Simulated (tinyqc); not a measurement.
Undoped gate-all-around wire MOSFET, analytic charge model: one step of the calculation.

An undoped round wire of radius R under an insulator shell and a surrounding gate; long channel, electrons only, n = ni exp((psi - V)/Vt) with V the quasi-Fermi potential (0 at the source, Vd at the drain), constant mobility, no quantisation. The radial Poisson equation gives n(r) = n(0)/(1 - (1 - b) r^2/R^2)^2 with b = Q0/(Q + Q0). Q is the electron charge per area of the wire surface.

Question. Constants of the wire. ni = sqrt(Nc Nv) exp(-Eg/(2 Vt)), Eg in volts; Cox = eps0 eox/(R ln(1 + tox/R)); Q0 = 4 eps0 eps_r Vt/R; V0 = dphi + Vt ln[8 eps0 eps_r Vt/(q ni R^2)].

Values chosen for this exercise; material values close to those of silicon: temperature T = 293 K; band gap Eg = 1.12 eV; relative permittivity of the semiconductor eps_r = 11.9; conduction-band density of states at T Nc = 2.74e19 cm^-3; valence-band density of states at T Nv = 2.61e19 cm^-3; relative permittivity of the gate insulator eox = 24.5; insulator thickness tox = 6.1 nm; wire radius R = 6 nm; gate work function less that of the intrinsic body dphi = 0.19 V.

Constants: q = 1.602176634e-19 C, kB = 1.380649e-23 J/K, Vt = kB T/q, eps0 = 8.8541878128e-14 F/cm where lengths are in cm. Results are converted to the units shown.

Wanted: ni; Cox; Q0; V0.

Answer.

ni = 6.235e9 cm^-3
Cox = 5.154 uF/cm^2
Q0 = 177.4 nC/cm^2
V0 = 0.7000 V

Program tinyqc, `OMP_NUM_THREADS=1 python tinyqc.py 2460039 2460040 out.jsonl`; Intel Xeon 2.30GHz, shared host, one thread, about 0.02 s.
